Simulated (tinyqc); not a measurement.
Gate sweep: ballistic transport through the one-dimensional subbands of a rectangular nanowire or nanosheet channel. Computed by tinyqc, a small Python program. Command: `OMP_NUM_THREADS=1 python tinyqc.py 3012590 3012591 out.jsonl wire walk`. One thread of a shared host (Intel(R) Xeon(R) Processor @ 2.30GHz), about 0.02 s of CPU time with the checks.

Hard walls, parabolic subbands, transport along x. Energies are counted from the bulk conduction band edge at the top of the barrier, which the gate pulls down by U; the source Fermi level lies at the bulk edge when U = 0.

Inputs (values chosen for the exercise, modelled on silicon):
```
quantity                      value  unit
light mass m_t                 0.19   m_0
heavy mass m_l                0.923   m_0
height a                        3.6    nm
width b                         4.1    nm
equivalent oxide thickness t   0.71    nm
drain voltage V_D               0.6     V
temperature T                   300     K
```

Valleys: silicon [100] wire.

Constants: hbar^2/(2 m_0) = 3.80998212 eV angstrom^2; k_B = 8.617333262e-05 eV/K; m_0 = 9.1093837015e-31 kg; k_B = 1.380649e-23 J/K; hbar = 1.054571817e-34 J s; eps_0 = 8.8541878128e-12 F/m; e = 1.602176634e-19 C; h = 6.62607015e-34 J s.

Method:
- E_pq = (hbar^2 pi^2/2)(p^2/(m_y b^2) + q^2/(m_z a^2)); valley pairs: (m_x, m_y, m_z) = (m_t, m_t, m_l), (m_t, m_l, m_t), (m_l, m_t, m_t), each with degeneracy g = 2; the 10 lowest subbands are kept.
- F_j(eta) = (1/Gamma(j + 1)) int_0^infinity x^j/(1 + exp(x - eta)) dx, F_0 = ln(1 + exp(eta)). Integrals over x = E/(k_B T) use 160 Gauss-Legendre points in u = sqrt(x) from 0 to sqrt(max(eta, 0) + 32).
- With degeneracy g = 2, eta_i = (U - E_i)/(k_B T) and u = e V_D/(k_B T): line density n = sum_i g sqrt(2 m_x k_B T/pi)/(2 hbar) [F_-1/2(eta_i) + F_-1/2(eta_i - u)]; gate: e n = C_ox (V_G - U/e), C_ox = 3.9 eps_0 2 (a + b)/t (flat-plate estimate); I = (2 e k_B T/h) sum_i g [F_0(eta_i) - F_0(eta_i - u)].
- Open modes are sum_i g/(1 + exp(-eta_i)). The last column is e dn/dV_G over C_ox, taken up to the next row.

Subbands:
```
valley axis  p  q  E (meV)  m_x (m_0)
z            1  1  149.169      0.190
y            1  1  176.944      0.190
z            1  2  243.475      0.190
y            2  1  249.651      0.190
x            1  1  270.443      0.923
y            3  1  370.829      0.190
z            1  3  400.650      0.190
z            2  1  502.371      0.190
y            4  1  540.478      0.190
z            2  2  596.676      0.190
```

Against the gate voltage:
```
V_G (V)  U (meV)    n (1/nm)  I (microampere)  open modes    C_g/C_ox
-0.150   -150.00  2.6886e-06       5.2752e-05  2.6336e-05  2.6131e-04
-0.051    -51.03  1.2363e-04       2.4258e-03  1.2109e-03  2.0140e-02
0.069      66.56  1.1422e-02       2.2555e-01  1.1082e-01  3.3509e-01
0.200     153.66  2.1663e-01       4.7692e+00  1.7944e+00  6.1619e-01
0.300     192.04  5.0469e-01       1.2574e+01  3.4936e+00  7.0434e-01
0.430     230.48  9.3274e-01       2.5792e+01  5.4554e+00  7.7074e-01
0.570     262.57  1.4372e+00       4.1754e+01  7.3920e+00  8.0043e-01
0.730     294.50  2.0359e+00       6.2156e+01  8.9949e+00  7.9773e-01
0.900     328.89  2.6698e+00       8.7677e+01  1.0094e+01  7.8905e-01
1.100     371.08  3.4076e+00       1.2274e+02  1.1430e+01           -
```

What follows from these numbers?

Between the first two rows the current rises one decade per 60 mV, against the limit ln(10) k_B T/e = 60 mV. Above threshold C_g/C_ox lies between 0.62 and 0.80: the quantum capacitance in series costs a visible part.

Extremes, crossings and ranges named in words are read from the listed rows.
